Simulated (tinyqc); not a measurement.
Raising U: Hubbard chain of 6 sites, mean field against exact. Computed by the program tinyqc. 

one-body matrix (hopping and site energies) (eV):
```
,1,2,3,4,5,6
1,0.0000,-1.7100,0.0000,0.0000,0.0000,0.0000
2,-1.7100,0.0000,-1.7100,0.0000,0.0000,0.0000
3,0.0000,-1.7100,0.0000,-1.7100,0.0000,0.0000
4,0.0000,0.0000,-1.7100,0.0000,-1.7100,0.0000
5,0.0000,0.0000,0.0000,-1.7100,0.0000,-1.7100
6,0.0000,0.0000,0.0000,0.0000,-1.7100,0.0000
```

electrons, up and down: 3  2

Collinear unrestricted mean field (the lowest of 40 random starts) against exact diagonalisation.

Exact and mean-field results (eV):
```
U,U/t,E exact,E mean field,mean |n_up - n_down|,"double occupancy, exact",first gap in the sector
0.850,0.497,-10.38142,-10.34239,0.167,0.150,1.343
1.710,1.000,-9.65158,-9.49623,0.169,0.133,1.280
3.420,2.000,-8.44352,-7.87225,0.257,0.103,1.127
5.130,3.000,-7.51725,-6.46906,0.421,0.078,0.977
6.840,4.000,-6.81325,-5.44495,0.569,0.060,0.847
10.260,6.000,-5.85881,-4.25629,0.711,0.036,0.652
13.680,8.000,-5.26716,-3.73994,0.794,0.023,0.521
20.520,12.000,-4.59731,-3.34314,0.823,0.011,0.367
34.200,20.000,-4.01227,-3.11187,0.830,4.41e-03,0.227
```

In absolute terms mean field is worst at U/t = 6.0, 1.603 eV too high: at small U it is nearly exact, and at large U it still misses the motion of the hole through a fluctuating spin background. Relative to the exact energy its error is 0.4 % at the smallest U, 29 % at most and 22 % at the largest. The double occupancy falls from 0.150 to 0.004.
